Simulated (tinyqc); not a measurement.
Inside a calculation. Method: empirical pseudopotential in a few plane waves. One step of it, computed by the program tinyqc.

Question. Bloch Hamiltonian at k. Basis: the 15 shortest G (labels in 2 pi/a), the same at every k. H(G,G') = c |k + G|^2 delta + VS(|G-G'|^2) cos((G-G').tau) + i VA sin((G-G').tau), tau = a/8 (1,1,1); 1 Ry = 13.605693 eV.

Parameters chosen for this model: fcc lattice, atoms at +/- a/8 (1,1,1); form factors in rydberg at |G|^2 in units of (2 pi/a)^2:
```
parameter                 value      unit
a                      5.830000  angstrom
VS(3)                 -0.244000        Ry
VS(8)                  0.029000        Ry
VS(11)                 0.075000        Ry
VA(3)                         0        Ry
VA(4)                         0        Ry
VA(11)                        0        Ry
hbar^2/2m (2 pi/a)^2   4.425329        eV
```

k point k (2 pi / a): -0.440000  -0.140000  0.340000

Give: H(k) at k.

Answer.

H(k) at k (eV):
```
        +0+0+0  -1-1-1  -1-1+1  -1+1-1  -1+1+1  +1-1-1  +1-1+1  +1+1-1
+0+0+0   1.455   2.347  -2.347  -2.347  -2.347  -2.347  -2.347  -2.347
-1-1-1   2.347  16.855   0.000   0.000  -0.395   0.000  -0.395  -0.395
-1-1+1  -2.347   0.000  22.874   0.395   0.000   0.395   0.000   0.000
-1+1-1  -2.347   0.000   0.395  14.377   0.000   0.395   0.000   0.000
-1+1+1  -2.347  -0.395   0.000   0.000  20.395   0.000   0.395   0.395
+1-1-1  -2.347   0.000   0.395   0.395   0.000   9.067   0.000   0.000
+1-1+1  -2.347  -0.395   0.000   0.000   0.395   0.000  15.085   0.395
+1+1-1  -2.347  -0.395   0.000   0.000   0.395   0.000   0.395   6.588
+1+1+1   2.347   0.000  -0.395  -0.395   0.000  -0.395   0.000   0.000
-2+0+0   0.000  -2.347  -2.347  -2.347   2.347   0.722  -0.722  -0.722
+0-2+0   0.000  -2.347  -2.347   0.722  -0.722  -2.347   2.347  -0.722
+0+0-2   0.000  -2.347   0.722  -2.347  -0.722  -2.347  -0.722   2.347
+0+0+2   0.000  -0.722   2.347  -0.722  -2.347  -0.722  -2.347   0.722
+0+2+0   0.000  -0.722  -0.722   2.347  -2.347  -0.722   0.722  -2.347
+2+0+0   0.000  -0.722  -0.722  -0.722   0.722   2.347  -2.347  -2.347

        +1+1+1  -2+0+0  +0-2+0  +0+0-2  +0+0+2  +0+2+0  +2+0+0
+0+0+0   2.347   0.000   0.000   0.000   0.000   0.000   0.000
-1-1-1   0.000  -2.347  -2.347  -2.347  -0.722  -0.722  -0.722
-1-1+1  -0.395  -2.347  -2.347   0.722   2.347  -0.722  -0.722
-1+1-1  -0.395  -2.347   0.722  -2.347  -0.722   2.347  -0.722
-1+1+1   0.000   2.347  -0.722  -0.722  -2.347  -2.347   0.722
+1-1-1  -0.395   0.722  -2.347  -2.347  -0.722  -0.722   2.347
+1-1+1   0.000  -0.722   2.347  -0.722  -2.347   0.722  -2.347
+1+1-1   0.000  -0.722  -0.722   2.347   0.722  -2.347  -2.347
+1+1+1  12.607  -0.722  -0.722  -0.722  -2.347  -2.347  -2.347
-2+0+0  -0.722  26.945   0.395   0.395  -0.395  -0.395   0.000
+0-2+0  -0.722   0.395  21.635   0.395  -0.395   0.000  -0.395
+0+0-2  -0.722   0.395   0.395  13.138   0.000  -0.395  -0.395
+0+0+2  -2.347  -0.395  -0.395   0.000  25.175   0.395   0.395
+0+2+0  -2.347  -0.395   0.000  -0.395   0.395  16.678   0.395
+2+0+0  -2.347   0.000  -0.395  -0.395   0.395   0.395  11.368
```
